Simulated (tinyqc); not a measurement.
Weibull analysis of times to dielectric breakdown, with area scaling: course of the iteration.

Breakdown times follow F(t) = 1 - exp(-(t/t63)^beta). The 9 times below were drawn at random from beta = 3.3, t63 = 180 s and are treated as data; all samples failed.

Maximum likelihood: a(beta) = 1/beta with a = sum t^beta ln t/sum t^beta - mean ln t. Fixed-point step: beta(new) = 1/a(beta).

Stop when beta changes by less than 1e-9, or after 40 iterations.

```
i,t (s)
1,83.3
2,115
3,119
4,146
5,155
6,165
7,169
8,224
9,230
```

beta at the start = 3.4

Course of the iteration:
```
iteration,beta,change
1,4.04639,0.646
2,3.60570,0.441
3,3.88680,0.281
4,3.69914,0.188
5,3.82084,0.122
6,3.74037,0.0805
7,3.79291,0.0525
8,3.75831,0.0346
9,3.78097,0.0227
...,...,...
32,3.77197,1.41e-6
33,3.77197,9.24e-7
34,3.77197,6.06e-7
35,3.77197,3.98e-7
36,3.77197,2.61e-7
37,3.77197,1.71e-7
38,3.77197,1.13e-7
39,3.77197,7.38e-8
40,3.77197,4.85e-8
```

Did this iteration meet its convergence test, and what does its course show?

No. Not converged within 40 iterations: the values swing above and below the root. The step multiplies the error by -v beta^2 = -0.66 at the solution (v the weighted variance of ln t), so it shrinks only slowly. A rerun with Newton steps converges in 5 iterations, to 3.77197.

Numbers from tinyqc (`OMP_NUM_THREADS=1 python tinyqc.py 2070082 2070083 out.jsonl`; about 0.01 s on one thread of a shared Intel Xeon 2.30GHz).
